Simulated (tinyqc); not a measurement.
Coverage along the feature as the dose grows: atomic layer deposition: Langmuir saturation, growth per cycle and coating of deep features. Computed by tinyqc, a small Python program. Command: `OMP_NUM_THREADS=1 python tinyqc.py 3010927 3010928 out.jsonl ald walk`. One thread of a shared host (Intel(R) Xeon(R) Processor @ 2.30GHz), about 0.05 s of CPU time with the checks.

Precursor A sticks only on free sites, so a long enough pulse saturates; co-reactant B then frees the sites again.

Inputs (values chosen for the exercise, modelled on titanium nitride from the chloride and ammonia):
```
quantity                                  value    unit
precursor mass M                            190       u
site density q                              1.8  1/nm^2
sticking probability beta on free sites   0.033       -
precursor pressure p                        6.5      Pa
temperature T                               350       C
pulse time t                             0.0068       s
desorption energy E_d                       1.8      eV
aspect ratio a                               54       -
```

Feature: round hole.

Constants: u = 1.6605390666e-27 kg; k_B = 1.380649e-23 J/K; k_B = 8.617333262e-05 eV/K.

Method:
- Wall flux F = p/sqrt(2 pi M k_B T); rate of filling k_a = beta F/q; desorption k_d = 1e13 exp(-E_d/(k_B T)) per second. 1/m^2 = 1e-18/nm^2.
- Temperatures in kelvin are T(C) + 273.15.
- Diffusion-limited filling (Gordon) of a round hole of diameter w: a saturation front at depth z needs dz/dt = D_K n/(z (4q/w)), with Knudsen D_K = w c/3 and F = n c/4; including the entrance and floor terms, t = (q/F)(1 + 19a/4 + 3a^2/2). Reaction-limited filling needs ln(100)/k_a at any depth, k_a = beta F/q. Flow is molecular. The front picture holds when the modulus a sqrt(beta) is well above 1.
- Depth reached by the given pulse: solve the same formula for a. Exposure = p x diffusion-limited time; 1 langmuir = 1.33322e-4 Pa s.
- Continuum model with steady gas transport: d2n/dz2 = 3 beta (1 - th) n/d_h^2 (d_h the hydraulic diameter, n = 1 at the mouth, no flux at the floor, 60 cells), d th/dt = beta F n (1 - th)/q; no desorption. Times are multiples of the larger of the Gordon time and ln(100)/k_a.

diffusion-limited time = 0.167498 s

time to 99 % without desorption, ln(100)/k_a = 0.00504685 s

flux F = 49771.9 1/(nm^2 s)

modulus = 9.80959

Coverage:
```
multiple    t (s)  top cell  quarter depth  half depth  three quarters  floor cell
0.05      0.00837     0.999          0.291       0.005           0.000       0.000
0.10      0.01675     1.000          0.783       0.028           0.000       0.000
0.20      0.03350     1.000          0.999       0.247           0.004       0.000
0.40      0.06700     1.000          1.000       0.982           0.105       0.003
0.60      0.10050     1.000          1.000       1.000           0.677       0.039
0.80      0.13400     1.000          1.000       1.000           0.993       0.295
1.00      0.16750     1.000          1.000       1.000           1.000       1.000
1.30      0.21775     1.000          1.000       1.000           1.000       1.000
```

What follows from these numbers?

At a multiple of 0.2 the coverage is 1.00 at the top and 0.00 at the floor. The walls fill from the top down behind a front whose depth grows as sqrt(t), since the modulus is well above 1. In the last row the floor reaches 1.000.
